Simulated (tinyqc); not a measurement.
Biaxially strained (001) channel, valley splitting in an inversion layer: effect of the temperature.

A thin layer grown on a relaxed buffer is stretched in the plane. The two valleys with their long axis along the growth direction (D2) sink against the four in-plane ones (D4); confinement in a triangular well splits them too. Only the lowest subband of each set is kept; one relaxation time, so the weakening of intervalley scattering is left out.

e_par = b1 x, e_perp = -2 (c12/c11) e_par, splitting D = Xu (e_par - e_perp), in-plane stress (c11 + c12 - 2 c12^2/c11) e_par. Levels E(m) = 2.33811 (hbar^2 q^2 F^2/(2 m))^(1/3): E2 = E(ml), E4 = E(mt) + D; N2 = 2 mt kB T/(pi hbar^2), N4 = 4 sqrt(mt ml) kB T/(pi hbar^2). EF solves Ns = N2 ln(1 + exp((EF - E2)/Vt)) + N4 ln(1 + exp((EF - E4)/Vt)); f2 is the share in D2, and 1/mc = f2/mt + (1 - f2)(1/mt + 1/ml)/2. The gain is mc(x = 0)/mc.

Inputs (values chosen for the exercise); values close to those of silicon on relaxed silicon-germanium:
```
symbol   value   unit                                meaning
x         0.26         germanium share of the relaxed buffer
b1      0.0418                   lattice mismatch per unit x
c11        161    GPa                       elastic constant
c12       65.2    GPa                       elastic constant
Xu        9.18     eV            shear deformation potential
ml       0.891     m0                      longitudinal mass
mt       0.187     m0                        transverse mass
F         1.13  MV/cm                        confining field
Ns      1.6e12  cm^-2                      inversion density
```

Constants: q = 1.602176634e-19 C, kB = 1.380649e-23 J/K, hbar = 1.054571817e-34 J s, m0 = 9.1093837015e-31 kg, Vt = kB T/q, hbar^2/(2 m0) = 0.0380998212 eV nm^2. Results are converted to the units shown.

The same in every row: D (meV) = 180.6.

Results:

| T (K) | f2 without strain | f2 | mc (m0) | gain |
|---|---|---|---|---|
| 150 | 0.9997 | 1.000 | 0.1870 | 1.000 |
| 240 | 0.9899 | 1.000 | 0.1870 | 1.004 |
| 285 | 0.9742 | 1.000 | 0.1870 | 1.010 |
| 330 | 0.9498 | 0.9999 | 0.1870 | 1.020 |
| 375 | 0.9182 | 0.9997 | 0.1870 | 1.033 |
| 420 | 0.8816 | 0.9991 | 0.1871 | 1.049 |
| 465 | 0.8425 | 0.9979 | 0.1872 | 1.065 |

Estimate the missing row, T = 195 K.

Computed row:

| T (K) | f2 without strain | f2 | mc (m0) | gain |
|---|---|---|---|---|
| 195 | 0.9975 | 1.000 | 0.1870 | 1.001 |

With this row back in the table: As T goes from 150 to 465 K, f2 stays near 1.00 (without strain: it falls from 1.00 to 0.843) and the gain rises from 1.00 to 1.07.

Numbers from tinyqc (`OMP_NUM_THREADS=1 python tinyqc.py 2530026 2530027 out.jsonl`; about 0.01 s on one thread of a shared Intel Xeon 2.30GHz).
